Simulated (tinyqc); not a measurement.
# Gate voltage for a given inversion charge

Question. p-type body, charge-sheet picture, depletion and inversion only, full ionisation (an idealisation for deep acceptors), Boltzmann statistics (rough once Na exp(x - xn) passes about Nc/7). In units of Vt: xg = (Vg - Vfb)/Vt, x = psi/Vt, G = gamma/sqrt(Vt), xn = (2 phiF + Vc)/Vt. The implicit equation is (xg - x)^2 = G^2 [x - 1 + exp(x - xn)] for x above about 3. Cox = eps0 eox/tox. ni = sqrt(Nc Nv) exp(-Eg/(2 Vt)), Eg in volts; phiF = Vt ln(Na/ni); gamma = sqrt(2 q eps0 eps_r Na)/Cox. N_inv = (Cox Vt G/q) [sqrt(x - 1 + exp(x - xn)) - sqrt(x - 1)]. Find x - xn, psi and Vg.

Inputs (values chosen for the exercise); band and dielectric values close to those of silicon: temperature T = 400 K; band gap Eg = 1.11 eV; relative permittivity eps_r = 11.9; conduction-band density of states at T Nc = 4.3e19 cm^-3; valence-band density of states at T Nv = 4.16e19 cm^-3; relative permittivity of the gate insulator (close to silicon nitride) eox = 7.59; insulator thickness tox = 9.7 nm; acceptor density Na = 8.4e16 cm^-3; flat-band voltage Vfb = -1 V; channel-body voltage Vc = 0 V.

Constants: q = 1.602176634e-19 C, kB = 1.380649e-23 J/K, Vt = kB T/q, eps0 = 8.8541878128e-14 F/cm where lengths are in cm. Results are converted to the units shown.

N_inv = 1.1e10 cm^-2

Answer. N_inv rises steadily with x, so it fixes x; the implicit equation then gives xg directly.

x - xn = -0.7301
psi = 0.6559 V
Vg = -0.1499 V

Numbers from tinyqc (`OMP_NUM_THREADS=1 python tinyqc.py 2122008 2122009 out.jsonl`; about 0.01 s on one thread of a shared Intel Xeon 2.30GHz).
